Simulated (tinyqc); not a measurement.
One-dimensional ballistic tunnel FET, two-band WKB: effect of the band gap with the mass tied to it.

A p-type source for x < 0 with its Fermi level at 0 and its valence edge at ds; in the channel the bands fall as D exp(-x/lam) towards their flat values, with the conduction edge at Ec = ds - dP and D = dP + Eg. The gate moves dP one to one. The drain Fermi level lies at -Vd and the drain side reflects nothing. For w = E - Ec between 0 and dP an electron crosses the gap. Two-band dispersion with equal masses m: inside the gap kappa = sqrt(m u (1 - u/Eg)/C), u the distance from a band edge, C = hbar^2/(2 m0).

The mass follows the gap, m = 0.025 Eg/0.398 eV. S(w) = 2 lam int_0^Eg kappa(u) du/(w + Eg - u) = 2 pi lam sqrt(m/(C Eg)) [w + Eg/2 - sqrt(w (w + Eg))], T(w) = exp(-S). I = g (2 q^2/h) int_0^dP T(w) [f(E) - f(E + Vd)] dw, E = ds - dP + w, f(x) = 1/(1 + exp(x/Vt)). Swing = d(dP)/d(log10 I).

Inputs (values chosen for the exercise); band and dielectric values those of a made-up semiconductor: temperature T = 350 K; screening length of the source junction lam = 5.5 nm; source valence edge above the source Fermi level ds = 0.1 eV; drain bias Vd = 0.3 V; number of degenerate subbands (spin apart) g = 2; tunnelling window Ev(source) - Ec(channel) dP = 0.47 eV.

Constants: q = 1.602176634e-19 C, kB = 1.380649e-23 J/K, hbar = 1.054571817e-34 J s, h = 6.62607015e-34 J s, m0 = 9.1093837015e-31 kg, Vt = kB T/q, hbar^2/(2 m0) = 0.0380998212 eV nm^2. Results are converted to the units shown.

Effect of the band gap with the mass tied to it:
```
Eg (eV),T(w = dP),I (uA),swing (mV/decade)
0.2,0.6755,21.38,811.6
0.37,0.3063,6.337,453.1
0.54,0.1040,1.453,325.2
0.71,0.02837,0.2795,257.9
0.89,0.005946,0.04227,213.7
1.06,0.001177,0.006366,185.0
1.23,2.074e-4,8.778e-4,163.8
1.4,3.308e-5,1.122e-4,147.5
```

T(w = dP) falls from 0.676 to 3.31e-5 and I falls from 21.4 to 1.12e-4 uA; the swing falls from 812 to 147 mV/decade. With m/Eg fixed, S depends on the gap only through w + Eg/2 - sqrt(w (w + Eg)). For Eg = 0.2, 0.37 S at w = dP is below 2, where a WKB prefactor of 1 is a rough guess.

Program tinyqc, `OMP_NUM_THREADS=1 python tinyqc.py 2620086 2620087 out.jsonl`; Intel Xeon 2.30GHz, shared host, one thread, about 0.01 s.
